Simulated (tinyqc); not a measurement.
Stress in a transistor channel from embedded alloy regions, liners and fins, by half-space elasticity: one step, computed by the program tinyqc.

Plane strain in an isotropic half-space, the same constants everywhere; x along the channel from its centre, y downwards from the free surface; stress is positive in tension.

Task: Mobility change, linear estimate. d mu/mu = -(pi_L s_xx + pi_z s_yy) for the embedded regions alone; the stress across the width is left out.

Inputs (values chosen for the exercise, modelled on silicon): longitudinal piezoresistance coefficient = 70.9 1e-11/Pa; vertical piezoresistance coefficient = -1.2 1e-11/Pa.

Stressor: Si(1-x)Ge(x) source and drain.

s_xx = -3593.025 MPa

s_yy = 47.00825 MPa

Give: mobility change.

Result:

mobility change = 254.8 %

The vertical stress supplies 0.056 of these points. Caution: at such misfit the regions may relax by dislocations, and linear elasticity is rough. Caution: beyond a few hundred MPa bulk piezoresistance coefficients no longer describe an inversion layer well.
